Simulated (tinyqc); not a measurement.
## Abrupt p-n junction, non-linear Poisson equation by Newton steps: effect of temperature

One dimension, p side on the left, n side on the right; net doping C = -Na for x < 0 and +Nd for x > 0. The potential psi is counted from the intrinsic level, and the quasi-Fermi potentials are flat: 0 for holes and -V for electrons, so n = ni exp((psi + V)/Vt) and p = ni exp(-psi/Vt) (Boltzmann statistics, full ionisation, no current).

Nc and Nv are given at 400 K and scale as (T/400 K)^1.5; Eg and eps_r are held fixed and ionisation stays complete. ni = sqrt(Nc Nv) exp(-Eg/(2 Vt)), Eg in volts. Depletion approximation: Vbi = Vt ln(Na Nd/ni^2), W = sqrt(2 eps0 eps_r (Vbi - V)(1/Na + 1/Nd)/q), xp = W Nd/(Na + Nd), xn = W Na/(Na + Nd), peak field 2 (Vbi - V)/W, capacitance eps0 eps_r/W. Exact first integral for an abrupt junction with thick neutral sides: psi_p = -Vt ln(Na/ni), psi_n = Vt ln(Nd/ni) - V, psi_j = (Nd psi_n + Na psi_p - Vt (Nd - Na))/(Na + Nd) at the junction, n_j = ni exp((psi_j + V)/Vt), p_j = ni exp(-psi_j/Vt), and E_j^2 = (2 q/(eps0 eps_r)) [Nd (psi_n - psi_j - Vt) + Vt (n_j + p_j)] (minority densities of the neutral sides neglected).

Values chosen for this exercise; band and dielectric values close to those of silicon: band gap Eg = 1.11 eV; relative permittivity eps_r = 11.8; conduction-band density of states at the reference temperature Nc = 4.23e19 cm^-3; valence-band density of states at the reference temperature Nv = 4.14e19 cm^-3; acceptor density of the p side Na = 1.4e16 cm^-3; donor density of the n side Nd = 4.7e16 cm^-3; bias of the p side against the n side V = 0.27 V.

Constants: q = 1.602176634e-19 C, kB = 1.380649e-23 J/K, Vt = kB T/q, eps0 = 8.8541878128e-14 F/cm where lengths are in cm. Results are converted to the units shown.

The same in every row: share of W on the n side (%) = 22.95.

Results:

| T (K) | ni (cm^-3) | Vbi (V) | W (nm) | peak field, depletion (kV/cm) | peak field, exact (kV/cm) |
|---|---|---|---|---|---|
| 200 | 1.530e5 | 0.8909 | 274.0 | 45.32 | 44.05 |
| 240 | 4.309e7 | 0.8357 | 261.5 | 43.26 | 41.65 |
| 320 | 5.438e10 | 0.7205 | 233.4 | 38.61 | 36.24 |
| 360 | 6.073e11 | 0.6608 | 217.4 | 35.96 | 33.20 |
| 400 | 4.256e12 | 0.6000 | 199.8 | 33.04 | 29.94 |

Estimate the missing row, T = 280 K.

Computed row:

| T (K) | ni (cm^-3) | Vbi (V) | W (nm) | peak field, depletion (kV/cm) | peak field, exact (kV/cm) |
|---|---|---|---|---|---|
| 280 | 2.510e9 | 0.7789 | 248.0 | 41.03 | 39.06 |

With this row back in the table: ni rises from 1.53e5 to 4.26e12 cm^-3, while Vbi falls from 0.891 to 0.600 V, on average -1.45 mV/K; W falls from 274 to 200 nm. The depletion field is 2.9 % above the exact one in the first row and 10 % above it in the last.

Numbers from tinyqc (`OMP_NUM_THREADS=1 python tinyqc.py 2000159 2000160 out.jsonl`; about 0.02 s on one thread of a shared Intel Xeon 2.30GHz).
